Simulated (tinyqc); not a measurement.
Spin coating of a resist or spin-on film: centrifugal thinning, evaporation and the final thickness (Emslie and Meyerhofer models). Changing the spin speed f. Computed by tinyqc, a small Python program. Command: `OMP_NUM_THREADS=1 python tinyqc.py 3110922 3110923 out.jsonl spincoat sweep`. One thread of a shared host (Intel(R) Xeon(R) Processor @ 2.30GHz), about 0.2 s of CPU time with the checks.

A Newtonian film stays uniform over the wafer; solvent and solids have the same density and the concentration is uniform through the thickness.

Inputs (values chosen for the exercise, of the order of those of a polymer resist in an ester solvent):
```
quantity,value,unit
solids volume fraction c0,0.32,-
kinematic viscosity of the solvent nu_s,0.98,mm^2/s
viscosity constant k,3000,mm^2/s
viscosity exponent gamma,2.2,-
evaporation rate at 1000 rpm e0,0.42,micrometre/s
starting thickness h0,300,micrometre
wafer radius R,100,mm
shrinkage in the bake,10,%
```

Method:
- omega = 2 pi f/60; nu(c) = nu_s + k c^gamma; evaporation rate e = e0 sqrt(f/1000 rpm).
- Flow constant K = 2 omega^2/(3 nu(c0)); Reynolds number of the air omega R^2/nu_air with nu_air = 15 mm^2/s.
- Full model for solids s and liquid l per area, h = s + l, c = s/h: ds/dt = -c Q, dl/dt = -(1 - c) Q - e, Q = 2 omega^2 h^3/(3 nu(c)); integrated adaptively (relative tolerance 1e-9) until l = 0.
- Dry film = s at l = 0, before the bake; film after the bake = s x (1 - shrinkage).

One run for each value:
```
spin speed f (rpm),dry film (nm),time to dry (s),Reynolds number of the air
400,14676,138.5,2.793e+04
610,11891,91.1,4.259e+04
940,9582,59.2,6.562e+04
1400,7852,39.8,9.774e+04
2200,6265,25.4,1.536e+05
3400,5040,16.4,2.374e+05
5200,4075,10.7,3.630e+05
8000,3285,7.0,5.585e+05
```

Describe and explain the trends.

Over the rows, dry film (nm) falls from 14700 to 3290 (exponent d ln y / d ln x about -0.50 throughout); time to dry (s) falls from 138 to 6.98 (exponent d ln y / d ln x about -1.00 throughout); Reynolds number of the air rises from 27900 to 559000 (exponent d ln y / d ln x about 1.0 throughout). The exponent of dry film stays at -0.50: (e/omega^2)^(1/3) with e as sqrt(f).

Caution (rows 5200, 8000): above a Reynolds number of about 3e5 the air flow near the rim turns turbulent, and evaporation is no longer uniform.
